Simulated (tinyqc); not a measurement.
# Resistance of a tapered via with liner, size effect and interface: effects of single changes

A round via whose diameter grows from db at the bottom as D(z) = db + 2 z/tan(ang). The fill, of diameter D - 2 tl, starts above the bottom liner (thickness fb tl) and has rho = rho0 (1 + ks lam/(D - 2 tl)); the sidewall liner conducts in parallel with it. The bottom liner and the interface are crossed over the full area pi db^2/4. Spreading in the lines above and below is left out.

Values chosen for this exercise; fill metal close to ruthenium:
- db = 10 nm (diameter at the bottom)
- hv = 39 nm (height)
- ang = 87 degrees (sidewall angle)
- rho0 = 8.03 uohm cm (bulk resistivity of the fill)
- lam = 6.41 nm (mean free path of the fill)
- ks = 1.3 (size-effect factor)
- tl = 0.3 nm (liner on the sidewall)
- fb = 0.7 (liner at the bottom over that on the sidewall)
- rl = 180 uohm cm (resistivity of the liner)
- ri = 3.3e-12 ohm cm^2 (interface resistivity at the bottom)
- Sb = 1.5e15 S/m^2 (ballistic conductance per area, about 3/(4 rho0 lam))
- rho2 = 5.44 uohm cm (bulk resistivity of the second fill (close to molybdenum))
- lam2 = 11.4 nm (its mean free path)
- tl2 = 0.1 nm (its liner)

Each table varies one quantity; the others keep the values above.

## Via resistance against the diameter at the bottom

Slices between z0 = fb tl and hv, evaluated at their midpoints: conductance per length pi/4 [(D - 2 tl)^2/rho + (D^2 - (D - 2 tl)^2)/rl], slice resistance = slice height over that. 2000 slices. R_fill = sum of the slices; R_bottom = rl fb tl/(pi db^2/4); R_interface = ri/(pi db^2/4); ballistic (Sharvin) limit 1/(Sb pi (db - 2 tl)^2/4); ideal cylinder rho0 hv/(pi db^2/4).

Via resistance against the diameter at the bottom:
```
db (nm),R_fill (ohm),R_bottom (ohm),R_interface (ohm),R (ohm),ballistic limit (ohm),R over ideal cylinder,largest part
6,167.10,13.369,11.671,192.14,29.109,1.7347,fill
8.3,81.548,6.9863,6.0991,94.633,14.317,1.6350,fill
11,43.981,3.9776,3.4725,51.431,7.8479,1.5607,fill
16,19.491,1.8800,1.6413,23.012,3.5791,1.4774,fill
22,9.8326,0.99439,0.86812,11.695,1.8535,1.4196,fill
30,5.0849,0.53476,0.46685,6.0865,0.98203,1.3738,fill
42,2.5056,0.27284,0.23819,3.0167,0.49524,1.3346,fill
58,1.2795,0.14307,0.12490,1.5475,0.25763,1.3056,fill
80,0.65886,0.075201,0.065651,0.79971,0.13464,1.2836,fill
```

What does the table show?

R falls from 192 to 0.800 ohm. The fill is the largest part at db = 6 and in all other rows. R goes as db^(-2.18) between the first two rows and db^(-2.05) between the last two; area alone gives -2.

## Via resistance against the height

Same model as above.

2000 slices.

The same in every row: R_bottom (ohm) = 4.8128; R_interface (ohm) = 4.2017; ballistic limit (ohm) = 9.6065.

Via resistance against the height:
```
hv (nm),R_fill (ohm),R (ohm),R over ideal cylinder,largest part
6,11.516,20.531,3.3468,fill
8.7,16.326,25.340,2.8488,fill
13,23.355,32.370,2.4354,fill
18,30.682,39.697,2.1570,fill
26,40.837,49.852,1.8753,fill
38,53.261,62.276,1.6029,fill
55,66.762,75.777,1.3476,fill
80,80.991,90.006,1.1004,fill
```

What does the table show?

R rises from 20.5 to 90.0 ohm. The fill is the largest part at hv = 6 and in all other rows. The share of the two bottom terms goes from 43.9 to 10.0 %. For hv = 6, 8.7 the ballistic limit exceeds half of R_fill, so the diffusive model understates R.

## Two fill metals against the diameter

2000 slices. R_fill = sum of the slices; R_bottom = rl fb tl/(pi db^2/4); R_interface = ri/(pi db^2/4). The second fill has rho2, lam2 and tl2 in place of rho0, lam and tl.

Two fill metals against the diameter:
```
db (nm),"R, first fill (ohm)","R, second fill (ohm)",ratio second/first
6,192.1,157.5,0.8195
8.5,89.86,73.08,0.8132
12,42.64,34.07,0.7991
17,20.22,15.78,0.7806
24,9.731,7.408,0.7612
35,4.409,3.268,0.7413
49,2.192,1.591,0.7259
70,1.051,0.7491,0.7125
100,0.5070,0.3559,0.7020
```

What does the comparison show?

The ratio goes from 0.819 to 0.702. The second fill gives the lower R in every row.

Computed by the program tinyqc: `OMP_NUM_THREADS=1 python tinyqc.py 2750046 2750047 out.jsonl`, one thread of a shared Intel Xeon 2.30GHz, about 0.01 s for the whole run.
